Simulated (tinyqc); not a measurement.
Worked calculation: charge control and current of a heterostructure field-effect transistor. Computed by tinyqc, a small Python program that keeps every step. Command: `OMP_NUM_THREADS=1 python tinyqc.py 3031592 3031593 out.jsonl hemt walk`. One thread of a shared host (Intel(R) Xeon(R) Processor @ 2.30GHz), about 0.01 s of CPU time with the checks. Intermediate numbers are printed to about 6 digits and carried at full precision; extremes and crossings named in words are read from the listed rows.

Two subbands in a triangular well; E_F is counted from the conduction band edge of the channel at the interface.

Inputs (values chosen for the exercise, modelled on AlGaN/GaN): channel mass m = 0.19 m_0; permittivity eps (barrier and channel) = 9.66; barrier thickness d = 35 nm; Schottky barrier phi_B = 1.4 eV; conduction band offset dE_c = 0.46 eV; polarisation charge sigma/e = 1.5e+13 1/cm^2; gate voltage V_G = -0.5 V; mobility mu = 1800 cm^2/(V s); saturation velocity v_s = 1.2 1e7 cm/s; gate length L = 1900 nm; source resistance R_S = 0.67 ohm mm; temperature T = 300 K; mixing = 0.3; iteration cap = 200.

Charge source: polarisation. Velocity law: two-piece.

Constants: e = 1.602176634e-19 C; eps_0 = 8.8541878128e-12 F/m; k_B = 8.617333262e-05 eV/K; hbar = 1.054571817e-34 J s; m_0 = 9.1093837015e-31 kg; k_B = 1.380649e-23 J/K.

## Threshold and barrier capacitance

Threshold V_T = phi_B - dE_c - sigma d/(eps eps_0) (in volts); C_b = eps eps_0/d.

threshold voltage V_T = -8.89431 V

barrier capacitance C_b = 0.244376 microfarad/cm^2

The device is normally on.

## First iteration

Charge control: n_s = C_b (V_G - V_T - E_F/e)/e. Well: mean field F = e n_s/(2 eps eps_0), E_i = (hbar^2/2m)^(1/3) [(3 pi e F/2)(i + 3/4)]^(2/3), i = 0, 1; n_s = D k_B T sum_i ln(1 + exp((E_F - E_i)/k_B T)), D = m/(pi hbar^2), which is solved in closed form for E_F. Iteration from n_s = C_b (V_G - V_T)/(2e): E_F from n_s, n_out from the charge control, n_new = n_s + mixing (n_out - n_s), kept above n_s/10; stop when |n_out/n_s - 1| < 1e-9.

starting n_s = 6.40180e+12 1/cm^2

E_0 = 208.048 meV

E_1 = 366.000 meV

E_F = 286.325 meV

n_out = 1.23669e+13 1/cm^2

Caution: a density of n_out would put E_F above the conduction band minimum of the barrier, where parallel conduction sets in.

## Sheet density

The formulas are those given above.

Course of the iteration:
```
iteration  n_s (1/cm^2)  E_F (meV)  |n_out/n_s - 1|
1           6.40180e+12    286.325      9.31781e-01
2           8.19133e+12    346.943      4.98466e-01
3           9.41626e+12    386.560      2.97118e-01
4           1.02556e+13    413.030      1.87025e-01
5           1.08310e+13    430.904      1.21445e-01
6           1.12256e+13    443.044      8.03735e-02
7           1.14963e+13    451.320      5.38389e-02
...                 ...        ...              ...
49          1.20878e+13    469.267      6.91331e-09
50          1.20878e+13    469.267      4.74383e-09
51          1.20878e+13    469.267      3.25516e-09
52          1.20878e+13    469.267      2.23365e-09
53          1.20878e+13    469.267      1.53271e-09
54          1.20878e+13    469.267      1.05173e-09
55          1.20878e+13    469.267      7.21682e-10
```

sheet density n_s = 1.20878e+13 1/cm^2

Converged in 55 iterations.

## Levels and gate capacitance

C_g = e dn_s/dV_G = 1/(1/C_b + 1/C_q), 1/C_q = d(E_F/e)/d(e n_s) by a central difference of +/- 0.1 % in n_s; added distance dd = eps eps_0/C_q.

E_0 = 317.829 meV

E_1 = 559.128 meV

E_F = 469.267 meV

share in the second subband = 0.517086 %

gate capacitance C_g = 0.233620 microfarad/cm^2

added distance dd = 1.61135 nm

C_g is 96 % of C_b: the finite density of states and the rise of E_0 act as 1.6 nm of extra barrier. Caution: E_F lies above the conduction band minimum of the barrier, so electrons would spill into the barrier.

## Saturation current

With V = e n_s/C_g and V_c = v_s L/mu: for v = mu F up to v_s, I/W = C_g v_s V_c (sqrt(1 + (V/V_c)^2) - 1) and V_Dsat = V + V_c - sqrt(V^2 + V_c^2); g_m = dI/dV; extrinsic g_m/(1 + g_m R_S); f_T = g_m/(2 pi C_g L).

V = 8.28990 V

V_c = 1.26667 V

V_Dsat = 1.17045 V

saturation current I/W = 1995.89 mA/mm

intrinsic g_m = 277.128 mS/mm

extrinsic g_m = 233.730 mS/mm

intrinsic f_T = 9.93657 GHz

V/V_c = 6.54: velocity saturation rules; I is 86 % of e n_s v_s = 2320 mA/mm.

## Gate length

The formulas are those given above.

Scaling; the last columns are v_s/(2 pi L) and mu V/(2 pi L^2):
```
L (nm)  I/W (mA/mm)  g_m (mS/mm)  extrinsic g_m (mS/mm)  f_T (GHz)  velocity limit (GHz)  mobility limit (GHz)
30          2318.42      280.343                236.013    636.618               636.620           2.63876e+05
60          2312.84      280.341                236.011    318.306               318.310           6.59689e+04
120         2301.70      280.331                236.004    159.148               159.155           1.64922e+04
250         2277.77      280.287                235.973     76.379                76.394           3.79981e+03
500         2232.45      280.118                235.853     38.166                38.197           9.49953e+02
1000        2144.63      279.442                235.374     19.037                19.099           2.37488e+02
2000        1980.10      276.787                233.487      9.428                 9.549           5.93720e+01
5000        1570.38      260.105                221.503      3.544                 3.820           9.49953e+00
```

f_T scales as L^-1.00 at the short end and L^-1.07 at the long end; the two limits cross at L = mu V/v_s = 12400 nm. g_m tends to C_g v_s = 280 mS/mm, and R_S cuts it by 16 % at the shortest gate. Fringe capacitances and short-channel effects, left out, lower f_T once L is below about ten barrier thicknesses.

Checks made by the program: iterated density against a bracketing root search (relative difference 7e-10).
